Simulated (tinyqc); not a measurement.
## Trap density and grain size from the barrier

Problem. With all traps filled Vb = q Qt^2/(8 eps0 eps_r N), and in that limit the barrier is largest at N* = Qt/Lg. Find Qt, Lg and the depleted width Qt/N.

Values chosen for this exercise:
```
symbol,value,unit,meaning
eps_r,11.7,,relative permittivity of the semiconductor
```

Constants: q = 1.602176634e-19 C, eps0 = 8.8541878128e-14 F/cm where lengths are in cm. Results are converted to the units shown.

barrier at N = 6.8e17 cm^-3 = 0.092113209 V
doping of the largest barrier = 2.25e17 cm^-3

Solution. The barrier gives Qt, and N* then gives Lg.

Qt = 1.800e12 cm^-2
Lg = 80.00 nm
depleted width = 26.47 nm

Program tinyqc, `OMP_NUM_THREADS=1 python tinyqc.py 2610139 2610140 out.jsonl`; Intel Xeon 2.30GHz, shared host, one thread, about 0.01 s.
